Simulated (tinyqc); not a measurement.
What each parameter does: three-level Kane dispersion of a narrow-gap semiconductor.

Zero of energy at Gamma8, c = hbar^2/2m0, P^2 = Ep c. The free-electron term and remote bands are left out, so the heavy holes are flat at E = 0 and the other three bands obey E (E - Eg)(E + Dso) = P^2 k^2 (E + 2 Dso/3). The conduction band is the highest root; its edge is Ec = max(Eg, 0).

Degenerate electrons at T = 0: kF = (3 pi^2 n)^(1/3), 1 cm^-3 = 1e-24 angstrom^-3; EF is the highest root at kF. The momentum (cyclotron, optical) mass is m(E) = hbar^2 k/(dE/dk) = c d(k^2)/dE with d(k^2)/dE = k^2 [1/E + 1/(E - Eg) + 1/(E + Dso) - 1/(E + 2 Dso/3)]; the density of states is k d(k^2)/dE/(2 pi^2).

Edge mass m0* = 3 |Eg|/(2 Ep).
Constants: hbar^2/2m0 = 3.80998211 eV angstrom^2.

Values chosen for the exercise (near those of HgTe; shifted at random, so the results belong to these values and not to a real crystal): Eg = -0.289 eV (E(Gamma6) - E(Gamma8)); Dso = 1.07 eV (spin-orbit splitting); Ep = 19.1 eV (Kane energy); n = 5e+18 cm^-3 (electron density).

Edge mass, EF - Ec and m(EF). Each row changes one parameter from the base and keeps the others.

Results:
```
case             m0* (m0)  EF - Ec (meV)  m(EF) (m0)
base              0.02270         268.11     0.05601
n = 1e+19 cm^-3   0.02270         369.36     0.06766
Eg = -0.3323 eV   0.02610         253.84     0.05723
Dso = 1.2305 eV   0.02270         266.26     0.05656
Ep = 21.965 eV    0.01974         295.87     0.05151
```

The largest shifts from the base row, up to three for each result and ties (the steps differ in size, so this ranks the rows, not the parameters). m0* (m0): Eg +0.00340, Ep -0.00296; unchanged at the printed digits by n and Dso. EF - Ec (meV): n +101.24, Ep +27.75, Eg -14.28. m(EF) (m0): n +0.01165, Ep -0.00450, Eg +0.00121.

Run: tinyqc, `OMP_NUM_THREADS=1 python tinyqc.py 1051135 1051136 out.jsonl`; Intel(R) Xeon(R) Processor @ 2.30GHz, one thread, shared host; about 0.01 s of CPU time with all checks.
